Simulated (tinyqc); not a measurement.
# Changing the thickness W

Model: photoconductance decay in a wafer: bulk and surface recombination modes, and iron detection by pair splitting. Computed by tinyqc, a small Python program. Command: `OMP_NUM_THREADS=1 python tinyqc.py 3113851 3113852 out.jsonl pcd sweep`. One thread of a shared host (Intel(R) Xeon(R) Processor @ 2.30GHz), about 0.04 s of CPU time with the checks.

Both faces of the wafer have the same S; injection is low and all coefficients are constant. x runs from -W/2 to W/2.

Inputs (values chosen for the exercise, modelled on p-type silicon): diffusivity D = 28.1 cm^2/s; bulk lifetime tau_b without iron = 10 microsecond; surface recombination velocity S = 25000 cm/s.

Method. Even modes cos(a x) obey b tan b = S W/(2 D) with b = a W/2, odd modes sin(a x) obey -b cot b = S W/(2 D); each decays at the rate 1/tau_b + D a^2. tau_eff is the decay time of the first mode. The surface time is 1/(D a^2) of that mode; shortcuts for it are W/(2 S), W^2/(pi^2 D) and their sum, whose error is sum/surface time - 1.

One run for each value:

| thickness W (micrometre) | tau_eff (microsecond) | surface time (microsecond) | tau_eff/tau_b |
|---|---|---|---|
| 20 | 0.052 | 5.244e-02 | 0.0052 |
| 36 | 0.112 | 1.133e-01 | 0.0112 |
| 63 | 0.250 | 2.562e-01 | 0.0250 |
| 110 | 0.591 | 6.279e-01 | 0.0591 |
| 200 | 1.512 | 1.782e+00 | 0.1512 |
| 360 | 3.453 | 5.273e+00 | 0.3453 |
| 630 | 6.055 | 1.535e+01 | 0.6055 |
| 1100 | 8.196 | 4.543e+01 | 0.8196 |
| 2000 | 9.365 | 1.475e+02 | 0.9365 |

Over the rows, tau_eff (microsecond) rises from 0.0522 to 9.37 (exponent d ln y / d ln x 1.3 between the first rows and 0.22 between the last); surface time (microsecond) rises from 0.0524 to 147 (exponent d ln y / d ln x 1.3 between the first rows and 2.0 between the last); tau_eff/tau_b rises from 0.00522 to 0.937 (exponent d ln y / d ln x 1.3 between the first rows and 0.22 between the last). At the high end the exponent of surface time is 1.97, close to 2: diffusion to fast surfaces. Plotting 1/tau_eff against 1/W separates bulk and surface while W/(2 S) is the larger part of the surface time.
